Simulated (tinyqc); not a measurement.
Plane-wave Kohn-Sham cycle with exchange-only LDA in a layered model solid, step by step. One step of it, computed by the program tinyqc.

Task: Iteration 2: levels at that k. Diagonalise the Hermitian matrix.

H (hartree), lower triangle:
```
           -2         -1         +0         +1        +2
-2   0.634788
-1  -0.163005  -0.017188
+0   0.005797  -0.163005  -0.147583
+1   0.001365   0.005797  -0.163005   0.243602
+2   0.000122   0.001365   0.005797  -0.163005  1.156368
```

Give: eigenvalues.

Result:

eigenvalues (hartree): -0.299  0.021  0.287  0.676  1.185
